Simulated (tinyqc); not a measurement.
Range and order of the fit: effective mass of the light-hole band from tabulated energies.

c = hbar^2/2m0. A uniform scatter of up to 0.1 meV has been added to mimic numerical noise.
Constants: hbar^2/2m0 = 3.80998211 eV angstrom^2.

Energies along [110], from the band edge downward:

| k (1/angstrom) | E (meV) |
|---|---|
| 0.000000 | 0.00000 |
| 0.003500 | 1.83010 |
| 0.007000 | 7.03630 |
| 0.010500 | 15.28630 |
| 0.014000 | 26.21700 |
| 0.017500 | 39.46230 |
| 0.021000 | 54.24260 |
| 0.024500 | 70.32160 |
| 0.028000 | 86.88140 |

reference mass (curvature of the model at k = 0.0001 1/angstrom) = 0.026230 m0

Least-squares fits of E = a k^2 (+ b k^4 + d k^6) over points 1 to n, and the line y = c k^2/E against E; errors of m against the reference.

Results:

| n | E at point n (meV) | one term (%) | two terms (%) | three terms (%) | line (%) | rms residual, one term (meV) |
|---|---|---|---|---|---|---|
| 3 | 15.3 | 4.07 | -1.86 | -4.31 | -3.37 | 0.146 |
| 4 | 26.2 | 7.30 | -0.42 | -2.52 | -2.75 | 0.325 |
| 5 | 39.5 | 10.70 | 0.91 | -1.44 | -2.23 | 0.610 |
| 6 | 54.2 | 14.80 | 1.56 | -0.02 | -2.00 | 1.118 |
| 7 | 70.3 | 19.34 | 2.61 | 0.23 | -1.89 | 1.810 |
| 8 | 86.9 | 24.55 | 3.58 | 0.92 | -1.99 | 2.780 |

What does the comparison show?

The error of the parabola goes from +4.07 to +24.55 % as the range widens, and at n = 8 its residual, 2.78 meV, is only 3.2 % of the top energy: a small residual does not vouch for the mass. Over the full range (n = 8) the best form is three terms (0.92 %); the line errs by -3.37 % at n = 3 and -1.99 % at n = 8. Many terms on few points amplify the scatter: three terms err by -4.3 % at n = 3 but by +0.9 % at n = 8.

Computed by tinyqc, a small Python program: `OMP_NUM_THREADS=1 python tinyqc.py 1850446 1850447 out.jsonl` (the numbers bound the seed that draws the inputs); one thread of a shared host (Intel(R) Xeon(R) Processor @ 2.30GHz), about 0.01 s for the whole set of steps.
